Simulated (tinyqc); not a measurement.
Sublattice potential against complex hopping: Haldane model. Computed by the program tinyqc. H_AA = delta - 2 t2 sum cos(k.b + phi), H_BB = -delta - 2 t2 sum cos(k.b - phi), H_AB = -t1 (1 + exp(-i k.a1) + exp(-i k.a2)), b = a1, a2 - a1, -a2, m = 3 sqrt3 t2 sin(phi); the sign of the Chern number follows the orientation k1 then k2.

Honeycomb lattice:
```
parameter,value
t1 (eV),1.850000
t2 (eV),0.170000
phi (rad),-1.250000
```

Gaps at the two valleys (eV) and Chern number of the lower band (12 x 12 mesh):
```
delta,gap 2|delta - m|,gap 2|delta + m|,Chern number
-1.509,1.341,4.695,0
-1.090,0.503,3.857,0
-0.503,0.671,2.683,1
0.000,1.677,1.677,1
0.335,2.347,1.007,1
0.629,2.935,0.419,1
1.048,3.773,0.419,0
1.677,5.031,1.677,0
```

What does the comparison show, and why?

Here |m| = 0.8383 eV. For |delta| < |m| the two valleys have masses of opposite sign and the Chern number is +/-1; one gap closes at |delta| = |m|, and beyond it the band is trivial.
